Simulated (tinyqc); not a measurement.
# n-type polysilicon, carrier trapping at grain boundaries: effect of the temperature

One-dimensional grains of size Lg, uniform ionised doping N, monovalent traps Qt at each boundary at a depth Et below (for electrons) or above (for holes) the band edge there, abrupt depletion of width W on each side of a boundary, Boltzmann statistics. xi is the distance from the band edge at the grain centre to the Fermi level. Trapped charge Qt/(1 + exp((xi + VB - Et)/Vt)) = 2 N W, barrier VB = q N W^2/(2 eps0 eps_r).

NB is given at 400 K and scales as (T/400 K)^1.5. If the trap equation with xi = Vt ln(NB/N) has a root W < Lg/2, the grain is partly depleted; otherwise W = Lg/2 and the trap equation gives xi = Et - VB + Vt ln(Qt/(N Lg) - 1). N* = Qt/Lg. n0 = NB exp(-xi/Vt); mean density n0 (1 - 2 W/Lg) by charge balance in a partly depleted grain, and n0 (sqrt(pi)/2) erf(u)/u with u = sqrt(VB/Vt) in a fully depleted one; v = sqrt(kB T/(2 pi ms m0)); barrier resistivity Vt exp(VB/Vt)/(q fe n0 v Lg); grain resistivity (1 - 2 W/Lg)/(q n0 mug); effective mobility 1/(q mean density total resistivity). Rows with xi above 0.45 V, towards mid-gap, are left out, since the other carrier type is ignored.

Values chosen for this exercise; values of the order met in polycrystalline silicon:
```
symbol,value,unit,meaning
eps_r,11.7,,relative permittivity
NB,4.31e19,cm^-3,conduction-band density of states at the reference temperature
Lg,43,nm,grain size
Qt,2.4e12,cm^-2,trap density of a grain boundary
Et,0.47,eV,depth of the trap level from the majority band edge at the boundary
ms,0.53,m0,mass for thermionic emission
fe,0.25,,correction factor of the emission rate
mug,58,cm^2/(V s),mobility inside the grains
N,3.3e18,cm^-3,doping
```

Constants: q = 1.602176634e-19 C, kB = 1.380649e-23 J/K, m0 = 9.1093837015e-31 kg, Vt = kB T/q, eps0 = 8.8541878128e-14 F/cm where lengths are in cm. Results are converted to the units shown.

The same in every row: N/N* = 5.912.

Result of one run:

| T (K) | depleted share 2 W/Lg | VB (V) | xi (V) | mean density (cm^-3) | resistivity (ohm cm) | effective mobility (cm^2/(V s)) |
|---|---|---|---|---|---|---|
| 280 | 0.1691 | 0.03374 | 0.04909 | 2.742e18 | 0.07525 | 30.25 |

What becomes of these results when the temperature T is changed from 280 to 240 K, all else the same?

Result of the changed run:

| T (K) | depleted share 2 W/Lg | VB (V) | xi (V) | mean density (cm^-3) | resistivity (ohm cm) | effective mobility (cm^2/(V s)) |
|---|---|---|---|---|---|---|
| 240 | 0.1691 | 0.03374 | 0.03730 | 2.742e18 | 0.08338 | 27.30 |

The whole series:

| T (K) | depleted share 2 W/Lg | VB (V) | xi (V) | mean density (cm^-3) | resistivity (ohm cm) | effective mobility (cm^2/(V s)) |
|---|---|---|---|---|---|---|
| 200 | 0.1691 | 0.03374 | 0.02637 | 2.742e18 | 0.09830 | 23.16 |
| 240 | 0.1691 | 0.03374 | 0.03730 | 2.742e18 | 0.08338 | 27.30 |
| 280 | 0.1691 | 0.03374 | 0.04909 | 2.742e18 | 0.07525 | 30.25 |
| 320 | 0.1691 | 0.03374 | 0.06163 | 2.742e18 | 0.07031 | 32.37 |
| 360 | 0.1691 | 0.03374 | 0.07481 | 2.742e18 | 0.06711 | 33.92 |
| 400 | 0.1691 | 0.03374 | 0.08857 | 2.742e18 | 0.06492 | 35.06 |
| 440 | 0.1691 | 0.03373 | 0.1029 | 2.742e18 | 0.06338 | 35.91 |

As T goes from 200 to 440, VB stays near 0.0337 V, the resistivity falls from 0.0983 to 0.0634 ohm cm and the effective mobility rises from 23.2 to 35.9 cm^2/(V s). The activation energy kB ln(rho1/rho2)/(1/T1 - 1/T2) is 0.0170 eV between the first two rows and 0.00909 eV between the last two; mug is held fixed. For T = 200, 240, 280, 320, 360 xi is under 2.5 Vt, where Boltzmann statistics begin to fail. For T = 400, 440 VB is below Vt, where abrupt depletion and thermionic emission are rough.

Computed by the program tinyqc: `OMP_NUM_THREADS=1 python tinyqc.py 2830284 2830285 out.jsonl`, one thread of a shared Intel Xeon 2.30GHz, about 0.01 s for the whole run.
